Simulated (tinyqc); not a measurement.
Out-diffusion of a doped substrate or buried layer into a growing epitaxial film: one step, computed by the program tinyqc.

x is counted from the original substrate surface into the film, whose surface moves as x = v t. Substrate dopant has one diffusivity; the dopant of the film is taken as uniform.

Question. Moving boundary against the simple erfc. For a surface that grows from dopant-free material and loses none by evaporation, with u = x/l and s = G - u: C/C_s = (1/2) [erfc(u) + (1 + 4 G (G + s)) exp(4 G s) erfc(G + s) - (4G/sqrt(pi)) exp(-u^2)]; for large G it tends to (1/2) erfc(u). Early in the growth G = sqrt(v x_s/(4 D)) for the thickness x_s reached so far; rows give C at the interface (u = 0) and at the surface (u = G).

Inputs (values chosen for the exercise, modelled on antimony in silicon): substrate concentration C_s = 4.2e+18 1/cm^3; growth rate v = 1.6 um/min; growth temperature T = 1100 C.

Film doping: opposite type.

diffusivity D = 2.118090e-14 cm^2/s

Give: The first stage of growth.

Answer.

The first stage of growth:
```
G     C/C_s at the interface  C at the surface (1/cm^3)  simple erfc there (1/cm^3)   ratio  thickness x_s (nm)
0.10                 0.82403                 3.3330e+18                  1.8638e+18  1.7883          3.1771e-03
0.25                 0.67967                 2.3063e+18                  1.5197e+18  1.5176          1.9857e-02
0.50                 0.57719                 1.1754e+18                  1.0070e+18  1.1673          7.9428e-02
0.75                 0.53808                 5.5270e+17                  6.0657e+17  0.9112          1.7871e-01
1.00                 0.52090                 2.3852e+17                  3.3033e+17  0.7221          3.1771e-01
1.50                 0.50794                 3.3710e+16                  7.1179e+16  0.4736          7.1486e-01
2.00                 0.50373                 3.2157e+15                  9.8232e+15  0.3274          1.2709e+00
2.50                 0.50202                 2.0219e+14                  8.5460e+14  0.2366          1.9857e+00
3.00                 0.50121                 8.2332e+12                  4.6390e+13  0.1775          2.8594e+00
```

Caution: rows with a thickness or a length l = x_s/G below about 1 nm are formal for a continuum model.
